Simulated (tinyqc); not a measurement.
p-type polysilicon, carrier trapping at grain boundaries: effect of the doping.

One-dimensional grains of size Lg, uniform ionised doping N, monovalent traps Qt at each boundary at a depth Et below (for electrons) or above (for holes) the band edge there, abrupt depletion of width W on each side of a boundary, Boltzmann statistics. xi is the distance from the band edge at the grain centre to the Fermi level. Trapped charge Qt/(1 + exp((xi + VB - Et)/Vt)) = 2 N W, barrier VB = q N W^2/(2 eps0 eps_r).

If the trap equation with xi = Vt ln(NB/N) has a root W < Lg/2, the grain is partly depleted; otherwise W = Lg/2 and the trap equation gives xi = Et - VB + Vt ln(Qt/(N Lg) - 1). N* = Qt/Lg. n0 = NB exp(-xi/Vt); mean density n0 (1 - 2 W/Lg) by charge balance in a partly depleted grain, and n0 (sqrt(pi)/2) erf(u)/u with u = sqrt(VB/Vt) in a fully depleted one; v = sqrt(kB T/(2 pi ms m0)); barrier resistivity Vt exp(VB/Vt)/(q fe n0 v Lg); grain resistivity (1 - 2 W/Lg)/(q n0 mug); effective mobility 1/(q mean density total resistivity). Rows with xi above 0.45 V, towards mid-gap, are left out, since the other carrier type is ignored.

Parameters, values chosen for the exercise; values of the order met in polycrystalline silicon:
- T = 300 K (temperature)
- eps_r = 11.7 (relative permittivity)
- NB = 2.65e19 cm^-3 (valence-band density of states at T)
- Lg = 56 nm (grain size)
- Qt = 2.5e12 cm^-2 (trap density of a grain boundary)
- Et = 0.41 eV (depth of the trap level from the majority band edge at the boundary)
- ms = 0.58 m0 (mass for thermionic emission)
- fe = 0.5 (correction factor of the emission rate)
- mug = 130 cm^2/(V s) (mobility inside the grains)

Constants: q = 1.602176634e-19 C, kB = 1.380649e-23 J/K, m0 = 9.1093837015e-31 kg, Vt = kB T/q, eps0 = 8.8541878128e-14 F/cm where lengths are in cm. Results are converted to the units shown.

Effect of the doping:
columns A: N (cm^-3); B: N/N*; C: depleted share 2 W/Lg; D: VB (V); E: xi (V); F: mean density (cm^-3); G: resistivity (ohm cm); H: effective mobility (cm^2/(V s))
```
A             B        C        D        E         F         G       H
4.3e16  0.09632    1.000  0.02607   0.4418  7.473e11   4.460e4   187.3
8.2e16   0.1837    1.000  0.04971   0.3988  3.208e12   2.113e4   92.09
1.6e17   0.3584    1.000  0.09700   0.3281  3.715e13      8510   19.74
3e17     0.6720    1.000   0.1819   0.2096  2.669e15      2320   1.008
5.8e17    1.299   0.7585   0.2023  0.09880  1.401e17     70.40  0.6329
1.1e18    2.464   0.4058   0.1098  0.08226  6.537e17     1.063   8.985
2.2e18    4.928   0.2029  0.05492  0.06434  1.754e18   0.07945   44.80
4.1e18    9.184   0.1089  0.02947  0.04824  3.654e18   0.02288   74.68
8e18      17.92  0.05580  0.01510  0.03096  7.554e18  0.009324   88.62
```

Read the table: what changes, and by how much?

As N goes from 4.3e16 to 8e18, VB goes from 0.0261 through a maximum of 0.202 (at N = 5.8e17 among the rows listed) to 0.0151 V, the resistivity falls from 44600 to 0.00932 ohm cm and the effective mobility goes from 187 through a minimum of 0.633 (at N = 5.8e17 among the rows listed) to 88.6 cm^2/(V s). The steepest fall of the resistivity among the rows, as N^(-6.6), lies between N = 5.8e17 and 1.1e18 cm^-3; N* = 4.46e17 cm^-3. While the grain is fully depleted VB grows as N; once the traps are full it falls as 1/N. For N = 2.2e18, 4.1e18, 8e18 xi is under 2.5 Vt, where Boltzmann statistics begin to fail. For N = 8e18 VB is below Vt, where abrupt depletion and thermionic emission are rough. For N = 5.8e17 the grain is near the changeover between partial and full depletion, within a few Debye lengths, where both limits are rough. For N = 4.3e16 the effective mobility exceeds mug, since drift through the depleted part of the grain is left out.

Numbers from tinyqc (`OMP_NUM_THREADS=1 python tinyqc.py 2830055 2830056 out.jsonl`; about 0.01 s on one thread of a shared Intel Xeon 2.30GHz).
